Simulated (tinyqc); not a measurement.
Time-dependent dielectric breakdown: cell percolation, Weibull statistics, area scaling and voltage extrapolation: one step, computed by the program tinyqc. Command: `OMP_NUM_THREADS=1 python tinyqc.py 3027845 3027846 out.jsonl tddb walk`. One thread of a shared host (Intel(R) Xeon(R) Processor @ 2.30GHz), about 0.01 s of CPU time with the checks.

The oxide is divided into columns of area a^2, each holding m = t_ox/a cells (m is taken as continuous). A share lambda(t) = (t/t_1)^alpha of the cells is defective, and a column whose cells are all defective breaks down.

Problem. Weibull parameters from the cell model. Failure fraction F = 1 - (1 - lambda^m)^N with N = A/a^2 columns, which for small lambda^m is 1 - exp(-(t/t63)^beta) with beta = alpha m and t63 = t_1 N^(-1/beta); critical share lambda(t63) = N^(-1/m). 1 um^2 = 1e6 nm^2.

Inputs (values chosen for the exercise, for a model gate oxide):
```
quantity,value,unit
oxide thickness t_ox,1.7,nm
defect cell size a,0.91,nm
exponent alpha of defect growth,0.9,-
time t_1 at which the occupied share would reach 1,1.6e+07,s
test area A,0.03,um^2
```

Give: cells per column m; columns N; Weibull slope beta; characteristic life t63; critical share of defective cells.

Solution.

cells per column m = 1.868

columns N = 36228

Weibull slope beta = 1.681

characteristic life t63 = 31084 s

critical share of defective cells = 0.003627

Times between F = 10 % and 90 % span a factor 6.26: the smaller beta = alpha m, the wider the scatter. Caution: t_1 is an input here; in a real oxide it changes with thickness at fixed voltage.
